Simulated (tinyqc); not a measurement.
Inside a calculation: band edges of strained Si(1-x)Ge(x) on relaxed Si(1-y)Ge(y). Values are carried at full precision from step to step, so a last printed digit may differ when a step is redone from the rounded ones.

Values are linear in the Ge fraction but for ED(x) = linear - CD x (1 - x) and a(x) = linear - Ca x (1 - x). Energies are on the common scale of Ev.

Inputs chosen for the exercise (end members near Si and Ge, in this order; not measured data): a = (5.429, 5.65) angstrom (lattice constant); Dso = (0.044, 0.293) eV (spin-orbit splitting); av = (2.48, 1.24) eV (valence hydrostatic potential); b = (-2.11, -2.52) eV (tetragonal shear potential); d = (-4.83, -5.22) eV (trigonal shear potential); C11 = (167.3, 127.4) GPa; C12 = (64.5, 48.2) GPa; C44 = (79.4, 65.8) GPa; Ev = (0, 0.62) eV (top of the unstrained valence band); ED = (1.144, 0.945) eV (gap to the Delta valleys); EL = (2.047, 0.747) eV (gap to the L valleys); aD = (1.74, 1.19) eV (hydrostatic potential of the Delta gap); aL = (-3.24, -2.7) eV (hydrostatic potential of the L gap); XuD = (9.43, 9.12) eV (uniaxial potential, Delta); XuL = (16.1, 15.33) eV (uniaxial potential, L); CD = 0.188 eV (bowing of the Delta gap); Ca = 0 angstrom (bowing of the lattice constant); x = 0 (Ge fraction of the layer); y = 0.11 (Ge fraction of the relaxed buffer); face = 110 (growth face).

## Values of the layer and the buffer

Interpolate at x and at y.

Interpolated values (a in angstrom, C11, C12, C44 in GPa, all else in eV):

| symbol | layer | buffer |
|---|---|---|
| a | 5.4290 | 5.4533 |
| Dso | 0.0440 | 0.0714 |
| av | 2.4800 | 2.3436 |
| b | -2.1100 | -2.1551 |
| d | -4.8300 | -4.8729 |
| C11 | 167.3000 | 162.9110 |
| C12 | 64.5000 | 62.7070 |
| C44 | 79.4000 | 77.9040 |
| Ev | 0.0000 | 0.0682 |
| ED | 1.1440 | 1.1037 |
| EL | 2.0470 | 1.9040 |
| aD | 1.7400 | 1.6795 |
| aL | -3.2400 | -3.1806 |
| XuD | 9.4300 | 9.3959 |
| XuL | 16.1000 | 16.0153 |

## Strain of the layer on a (110) buffer

Coherent growth on a (110) face: e_par = (a(y) - a(x))/a(x), e_perp = -(C11 + 3 C12 - 2 C44)/(C11 + C12 + 2 C44) e_par; exx = eyy = (e_par + e_perp)/2, ezz = e_par, exy = (e_perp - e_par)/2, eyz = ezx = 0.

Use the elastic constants of the layer.

e_par = 0.004478
e_perp = -0.002316

strain tensor in the cubic axes:
```
           x          y         z
x   0.001081  -0.003397  0.000000
y  -0.003397   0.001081  0.000000
z   0.000000   0.000000  0.004478
```

The layer is under tension in the plane; its volume changes by +0.664 %.

## Conduction valleys of the layer

A valley with unit axis u lies at Ev + gap + (av + a_valley) tr(e) + Xu (u.e.u - tr(e)/3); the Delta axes are x, y, z and the L axes [111], [1-1-1], [-11-1], [-1-11]. The second-order shift of the Delta valleys under shear is left out; it lowers the pair normal to the sheared plane by tens of meV at a shear of 1 %.

Give the hydrostatic shifts, the uniaxial shifts and the edges.

hydrostatic shifts of Delta and L (eV): 0.0280  -0.0050

uniaxial shifts (eV): Delta x -0.0107, Delta y -0.0107, Delta z 0.0214, L [111] -0.0365, L [1-1-1] 0.0365, L [-11-1] 0.0365, L [-1-11] -0.0365

valley edges (eV): Delta x 1.1613, Delta y 1.1613, Delta z 1.1934, L [111] 2.0055, L [1-1-1] 2.0784, L [-11-1] 2.0784, L [-1-11] 2.0055

The lowest set is Delta4 (the digit counts whole valleys) at 1.1613 eV; the Delta valleys spread over 32 meV and the L valleys over 73 meV.

## Valence edges of the layer

Valence edges: Ev plus the levels of the 6 x 6 matrix of X, Y, Z times spin with -Dso/3 + l exx + m (eyy + ezz) on the diagonal (cyclic), n exy off it, l = av + 2 b, m = av - b, n = sqrt(3) d. Spin-orbit term (Dso/3) L.sigma on X, Y, Z with (L_k)_ij = -i epsilon_kij: <X+|H|Y+> = -i Dso/3, <X+|H|Z-> = Dso/3, <Y+|H|Z-> = -i Dso/3, <Z+|H|X-> = -Dso/3, <Z+|H|Y-> = i Dso/3, <X-|H|Y-> = i Dso/3, and their conjugates; + and - are the spin along z.

Give the strain block and the three twofold edges.

strain block (eV), lower triangle:
```
        X       Y       Z
X  0.0236
Y  0.0284  0.0236
Z       0       0  0.0021
```

edges from the top (eV): 0.0432  -0.0010  -0.0368

The top two edges are split by 44 meV.

## Gap and offsets against the buffer

Buffer: Ev(y) and Ec = Ev(y) + min(ED, EL). dEc = Ec(buffer) - Ec(layer), dEv = Ev(layer) - Ev(buffer); positive values confine the carrier in the layer; type I if both have one sign.

gap of the strained layer = 1.1181 eV
gap of the buffer = 1.1037 eV
dEc = 0.0106 eV
dEv = -0.0250 eV

Type II: electrons collect in the layer (11 meV) and holes in the buffer (25 meV). The relaxed layer would have a gap of 1.144 eV, so strain has moved it by -26 meV. An offset this small is within the spread of published parameter sets, so the type is not settled by this model.

## Checks

- Mean of the three Delta edges against the hydrostatic shift alone (eV): both 1.17202.

tinyqc: `OMP_NUM_THREADS=1 python tinyqc.py 1080586 1080587 out.jsonl`; about 0.02 s, one thread, shared Intel(R) Xeon(R) Processor @ 2.30GHz.
